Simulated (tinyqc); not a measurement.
## Insulator thickness and V0 from two charges

Problem. In an undoped wire Vg - V0 = Q/Cox + Vt ln(Q/Q0) + Vt ln(1 + Q/Q0) at the source, with Q0 = 4 eps0 eps_r Vt/R and Cox = eps0 eox/(R ln(1 + tox/R)). Find Cox, tox and V0.

Inputs (values chosen for the exercise); material values those of a made-up semiconductor:
- T = 300 K (temperature)
- eps_r = 9.9 (relative permittivity of the semiconductor)
- eox = 7.72 (relative permittivity of the gate insulator)
- R = 20 nm (wire radius)

Constants: q = 1.602176634e-19 C, kB = 1.380649e-23 J/K, Vt = kB T/q, eps0 = 8.8541878128e-14 F/cm where lengths are in cm. Results are converted to the units shown.

Qs at Vg = 0.9 and 1.3 V (nC/cm^2): [602.04897, 1834.3131]

Solution. The two equations are linear in 1/Cox and V0; tox follows by inverting the logarithm.

Cox = 3.586 uF/cm^2
tox = 2.000 nm
V0 = 0.5965 V

Computed by the program tinyqc: `OMP_NUM_THREADS=1 python tinyqc.py 2460125 2460126 out.jsonl`, one thread of a shared Intel Xeon 2.30GHz, about 0.08 s for the whole run.
